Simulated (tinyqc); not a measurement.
Vacuum evaporation: vapour pressure, source flux, thickness distribution, purity and step coverage: one step, computed by the program tinyqc.

Molecular flow, unit sticking of the metal, no re-evaporation. The background gas is taken as water vapour (18.015 g/mol, collision diameter 0.37 nm) at 300 K.

Question. Scattering and purity. Mean free path lambda = k_B T_g/(sqrt2 pi d^2 p); unscattered share exp(-h/lambda); gas arrival p/sqrt(2 pi m_g k_B T_g); impurity ratio = sticking x gas arrival/metal arrival; monolayer time = 1e15 cm^-2/(sticking x gas arrival).

Inputs (values chosen for the exercise, modelled on gold, with constants for the liquid): source temperature T = 1720 K; source-to-wafer distance h = 24 cm; background pressure p = 0.0008 Pa; sticking of background gas = 0.2.

arrival rate at the centre = 3.922513e+15 1/(cm^2 s)

Constants: k_B = 1.380649e-23 J/K; u = 1.6605390666e-27 kg.

Give: mean free path; unscattered share; gas arrival rate; impurity ratio; monolayer time.

Answer.

mean free path = 8.512 m

unscattered share = 0.9722

gas arrival rate = 2.867e+15 1/(cm^2 s)

impurity ratio = 0.1462

monolayer time = 1.744 s

The gas that sticks amounts to more than a tenth of the metal, although few metal atoms scatter on the way: purity, not the free path, sets the vacuum needed.
